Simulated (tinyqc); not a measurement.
Worked calculation: band gaps under pressure and temperature from deformation potentials. Values are carried at full precision from step to step, so a last printed digit may differ when a step is redone from the rounded ones.

Murnaghan: V/V0 = (1 + Bp P/B0)^(-1/Bp), B0 = (C11 + 2 C12)/3. Each gap moves by a ln(V/V0) with its volume potential a, and falls with temperature by aV T^2/(T + bV) (Varshni); the two effects are added. No change of phase is considered.

Parameters, chosen for this exercise (near those of GaSb, the X and L potentials typical of such crystals; shifted at random, so the results belong to these values and not to a real crystal):
- C11 = 86.8 GPa
- C12 = 40.6 GPa
- Bp = 4.21 (pressure derivative of the bulk modulus)
- P = 2.3 GPa (pressure)
- Eg = 0.817 eV (gap at Gamma to the s-like level at 0 K, 0 GPa)
- EgX = 1.156 eV (gap to X at 0 K, 0 GPa)
- EgL = 0.888 eV (gap to L at 0 K, 0 GPa)
- aG = -8.27 eV (volume potential of the Gamma gap)
- aX = 1.21 eV (volume potential of the X gap)
- aL = -4.03 eV (volume potential of the L gap)
- aV = (0.408, 0.464, 0.593) meV/K (Varshni alpha of Gamma, X, L)
- bV = (144, 96, 136) K (Varshni beta of Gamma, X, L)
- T = 77 K (temperature)
- aT = 6.5 1e-6/K (linear thermal expansion near 300 K)

## Volume under pressure

Give B0, V/V0, ln(V/V0), the change of the lattice constant and the linear estimate -P/B0.

B0 = 56.00 GPa
V/V0 = 0.96283
ln(V/V0) = -0.03788
change of a = -1.255 %
-P/B0 = -0.04107

The stiffening under pressure makes the compression 7.8 % smaller than the linear estimate.

## Gaps at P and T

Give both shifts and the gaps.

pressure shifts (eV): Gamma 0.3133, X -0.0458, L 0.1527

temperature shifts (eV): Gamma -0.0109, X -0.0159, L -0.0165

gaps (eV): Gamma 1.1193, X 1.0943, L 1.0242

The lowest valley is L (indirect gap), 70 meV below X; at 0 K and 0 GPa it is Gamma.

## Pressure coefficients

Expand in P: E = E0 + c1 P + c2 P^2 with c1 = -a/B0 and c2 = a Bp/(2 B0^2).

c1 (meV/GPa): Gamma 147.68, X -21.61, L 71.96

c2 (meV/GPa^2): Gamma -5.551, X 0.812, L -2.705

Gamma and L rise under pressure and X falls, as the signs of the volume potentials say.

## Pressures at which the valleys cross

Two gaps meet at ln(V/V0) = -(E_i - E_j)/(a_i - a_j), with the gaps at T and P = 0; then P = (B0/Bp)(exp(-Bp ln(V/V0)) - 1). A dash marks expansion or a compression beyond ln(V/V0) = -0.3.

Crossings:
```
pair     E_i - E_j (eV)  ln(V/V0)  P (GPa)
Gamma-X         -0.3340   -0.0352     2.13
Gamma-L         -0.0654   -0.0154     0.89
L-X             -0.2686   -0.0513     3.20
```

The lowest valley changes at 0.89 GPa (Gamma to L) and 3.20 GPa (L to X).

## How much of dE/dT is thermal expansion

At 300 K: dE/dT = -aV T (T + 2 bV)/(T + bV)^2; expansion alone gives 3 aT a; the rest is electron-phonon coupling.

dE/dT (meV/K): Gamma -0.3651, X -0.4367, L -0.5353

from expansion (meV/K): Gamma -0.1613, X 0.0236, L -0.0786

remainder (meV/K): Gamma -0.2038, X -0.4603, L -0.4567

Expansion supplies 44 % of the slope at Gamma and 15 % at L; at X it works against the fall.

## Checks

- Slope of the Gamma gap at P = 0 by finite differences against c1 (meV/GPa): both 147.68.

Computed by tinyqc, a small Python program: `OMP_NUM_THREADS=1 python tinyqc.py 1050852 1050853 out.jsonl` (the numbers bound the seed that draws the inputs); one thread of a shared host (Intel(R) Xeon(R) Processor @ 2.30GHz), about 0.01 s for the whole set of steps.
